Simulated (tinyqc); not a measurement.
MP2 on RHF in the sto-3g basis, for H3+, spin multiplicity 1, step by step. Computed by tinyqc, a small Python program that keeps every step (integrals from PySCF). Settings: charge = 1, multiplicity = 1, basis = sto-3g, method = RHF, energy threshold = 1e-10, iteration cap = 53, orthogonalisation = canonical, start = Wolfsberg-Helmholz matrix, DIIS depth = 6. Command: `OMP_NUM_THREADS=1 python tinyqc.py 25570 25571 out.jsonl` (the two numbers bound the seeds that draw the settings). One thread of a shared host (Intel(R) Xeon(R) Processor @ 2.60GHz), about 0.04 s of CPU time with the checks. The early iterations of the SCF are left out here.

## One-electron integrals

Geometry (angstrom):
```
atom         x         y         z
H     0.000000  0.000000  0.000000
H     0.000000  0.000000  1.224000
H     0.000000  1.060000  0.612000
```

Basis sto-3g: exponents (1/bohr^2) and contraction coefficients of normalised primitives:
```
element  l (shell)  exponent  coefficient
H            s (1)  3.425251     0.154329
H            s (1)  0.623914     0.535328
H            s (1)  0.168855     0.444635
```

Overlap, kinetic and nuclear-attraction integrals over the contracted functions; the nuclear repulsion is the sum of Za Zb / Rab.

nuclear repulsion = 1.29701220 hartree

overlap S, order 1H 1s, 2H 1s, 3H 1s:
```
[[1.000000, 0.375098, 0.375105],
 [0.375098, 1.000000, 0.375105],
 [0.375105, 0.375105, 1.000000]]
```

kinetic energy T (hartree), order 1H 1s, 2H 1s, 3H 1s:
```
[[0.760032, 0.047723, 0.047725],
 [0.047723, 0.760032, 0.047725],
 [0.047725, 0.047725, 0.760032]]
```

nuclear attraction V (hartree), order 1H 1s, 2H 1s, 3H 1s:
```
[[-2.080332, -0.717361, -0.717375],
 [-0.717361, -2.080332, -0.717375],
 [-0.717375, -0.717375, -2.080337]]
```

core Hamiltonian H = T + V (hartree), order 1H 1s, 2H 1s, 3H 1s:
```
[[-1.320300, -0.669638, -0.669649],
 [-0.669638, -1.320300, -0.669649],
 [-0.669649, -0.669649, -1.320305]]
```

## Two-electron integrals

Functions are numbered as in S; the eight-fold symmetry (ij|kl) = (ji|kl) = (kl|ij) leaves the list below.

Two-electron integrals (ij|kl) in chemists' order, unique and non-zero (hartree):
```
(11|11) 0.774606   (21|11) 0.218171   (21|21) 0.085201   (22|11) 0.411329
(22|21) 0.218171   (22|22) 0.774606   (31|11) 0.218175   (31|21) 0.074502
(31|22) 0.164374   (31|31) 0.085205   (32|11) 0.164374   (32|21) 0.074502
(32|22) 0.218175   (32|31) 0.074503   (32|32) 0.085205   (33|11) 0.411332
(33|21) 0.164372   (33|22) 0.411332   (33|31) 0.218175   (33|32) 0.218175
(33|33) 0.774606
```

## Orthogonalisation

S = U s U^T; canonical form X = U s^(-1/2), so that X^T S X = 1. Each column of U has its largest component positive (the first on a tie).

eigenvalues of S: [0.624893, 0.624902, 1.750205]

X, order 1H 1s, 2H 1s, 3H 1s:
```
[[-0.516444, 0.894498, 0.436409],
 [-0.516444, -0.894498, 0.436409],
 [1.032882, 0.000000, 0.436412]]
```

Within a degenerate level the vectors are fixed only up to a rotation; this is one choice.

## Starting guess

The start is the generalised Wolfsberg-Helmholz matrix (K = 1.75) built on H; D = 2 C_occ C_occ^T.

D at the start, order 1H 1s, 2H 1s, 3H 1s:
```
[[0.380904, 0.380904, 0.380910],
 [0.380904, 0.380904, 0.380910],
 [0.380910, 0.380910, 0.380915]]
```

## Iteration 2 (converged): orbitals

converged F (hartree), order 1H 1s, 2H 1s, 3H 1s:
```
[[-0.628819, -0.545248, -0.545255],
 [-0.545248, -0.628819, -0.545255],
 [-0.545255, -0.545255, -0.628822]]
```

Diagonalise F' = X^T F X, C = X C', fill 1 alpha and 1 beta electrons from the bottom; D = 2 C_occ C_occ^T. Each column has its largest component positive (the first on a tie).

F' = X^T F X (hartree):
```
[[-0.133725, 0.000000, -0.000001],
 [0.000000, -0.133734, 0.000000],
 [-0.000001, 0.000000, -0.982356]]
```

orbital energies (hartree): [-0.982356, -0.133734, -0.133725]

coefficients C, order 1H 1s, 2H 1s, 3H 1s:
```
[[0.436409, 0.894498, -0.516444],
 [0.436409, -0.894498, -0.516444],
 [0.436412, 0.000000, 1.032882]]
```

D after iteration 2, order 1H 1s, 2H 1s, 3H 1s:
```
[[0.380906, 0.380906, 0.380909],
 [0.380906, 0.380906, 0.380909],
 [0.380909, 0.380909, 0.380912]]
```

## Convergence

Stop when the energy changes by less than 1e-10 hartree and every element of the error matrix X^T (F D S - S D F) X is below 3e-06.

Course of the cycle:
```
iteration  E (hartree)     change  largest element of the error matrix
1          -1.20493345          -                             2.90e-06
2          -1.20493345  -5.44e-12                             2.96e-07
```

PySCF RHF in the same basis = -1.20493345 hartree

Converged in 2 iterations.

## Populations, bond orders and dipole

Mulliken: Z minus the diagonal of D S on the atom; Loewdin: the same with S^(1/2) D S^(1/2); Mayer order: 2 sum_s sum (D(s) S)_ij (D(s) S)_ji over the two atoms.

Charges (e):
```
atom  Mulliken   Loewdin
1H    0.333337  0.333336
2H    0.333337  0.333336
3H    0.333327  0.333327
```

Mayer bond orders:
```
pair     order
2-1   0.444440
3-1   0.444447
3-2   0.444447
```

dipole moment about the origin, x y z (debye): [0.000000, 1.697100, 2.939561]

## Integrals over molecular orbitals

(pq|rs) = sum C_ip C_jq C_kr C_ls (ij|kl), one index at a time.

one-electron integrals over orbitals h = C^T H C (hartree):
```
[[-1.519589, 0.000000, -0.000002],
 [0.000000, -1.041223, 0.000000],
 [-0.000002, 0.000000, -1.041218]]
```

Two-electron integrals over orbitals (pq|rs), unique and non-zero (hartree):
```
(11|11) 0.537233    (21|21) 0.146773    (22|11) 0.527131    (22|22) 0.619273
(31|11) 1.56e-06    (31|22) -0.103898   (31|31) 0.146773    (32|21) -0.103899
(32|32) 0.081469    (33|11) 0.527133    (33|22) 0.456339    (33|31) 0.103898
(33|33) 0.619274
```

## Second-order Moller-Plesset energy

Hartree-Fock energy = -1.20493345 hartree

E2 = sum_ijab (ia|jb) [2 (ia|jb) - (ib|ja)] / (e_i + e_j - e_a - e_b) over occupied i, j and virtual a, b; the opposite-spin part is (ia|jb)^2 / denominator, the rest is same-spin, and SCS-MP2 scales them by 6/5 and 1/3.

Terms:
```
i  j  a  b   (ia|jb)   (ib|ja)  denominator       term
1  1  2  2  0.146773  0.146773    -1.697245  -0.012692
1  1  3  3  0.146773  0.146773    -1.697263  -0.012692
```

Pair energies (hartree; pair i-j sums ij and ji):
```
pair  opposite spin  same spin
1-1       -0.025385   0.000000
```

MP2 correlation energy = -0.02538490 hartree

SCS-MP2 correlation energy = -0.03046188 hartree

MP2 total energy = -1.23031836 hartree
